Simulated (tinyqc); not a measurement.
Two mixing rules: virtual-crystal alloy in the empirical-pseudopotential method.

Empirical pseudopotential on the fcc lattice, atoms at +/- tau, tau = a (1,1,1)/8, no spin-orbit coupling. H(G,G') = c (2 pi/a)^2 |k + G|^2 delta + VS(q) cos(q.tau) + i VA(q) sin(q.tau), q = G - G', c = hbar^2/2m0; k and G in units of 2 pi/a; VS at |q|^2 = 3, 8, 11 and VA at 3, 4, 11, in rydberg, zero elsewhere. At each k the basis holds all G with |k + G|^2 up to 16; energies are counted from the fourth level at Gamma.

Virtual crystal A(1-x)B(x): a = (1 - x) a_A + x a_B. Rule linear: V = (1 - x) V_A + x V_B. Rule volume: V = [(1 - x) a_A^3 V_A + x a_B^3 V_B]/a^3, since a form factor is an atomic potential divided by the cell volume.

Constants: hbar^2/2m0 = 3.80998211 eV angstrom^2; Ry = 13.60569312 eV.

Parameters, chosen for this exercise (classic local form factors of the size used for GaP (A) and InP (B), which place X and L only to a few tenths of an eV; the results hold for these values, not for the real material): a = (5.432, 5.853) angstrom (lattice constants of A, B); VSA = (-0.223, 0.031, 0.069) Ry (symmetric form factors of A); VAA = (0.121, 0.069, 0.02) Ry (antisymmetric form factors of A); VSB = (-0.235, 0.01, 0.06) Ry (symmetric form factors of B); VAB = (0.071, 0.049, 0.009) Ry (antisymmetric form factors of B).

Gaps from the valence top to the fifth band at Gamma, at L = (1/2,1/2,1/2) and at the lowest of k = (f,0,0), f = 0.70, 0.75, ..., 1.00. Both rules agree at the ends.

Gaps (eV):
```
x     Gamma, linear  Delta/X, linear  L, linear  Gamma, volume  Delta/X, volume  L, volume
0.25          2.446            2.255      2.449          2.405            2.248      2.421
0.50          2.206            2.297      2.320          2.145            2.286      2.280
0.75          1.922            2.319      2.171          1.872            2.311      2.140
```

What can be read from this table?

At x = 0.5 the volume rule moves Gamma by -61 meV, Delta/X by -12 meV and L by -40 meV, that is the bowing by -4 times these; the lattice constants differ by 7.8 %, and the rules would coincide for equal ones.

tinyqc: `OMP_NUM_THREADS=1 python tinyqc.py 1051271 1051272 out.jsonl`; about 0.8 s, one thread, shared Intel(R) Xeon(R) Processor @ 2.30GHz.
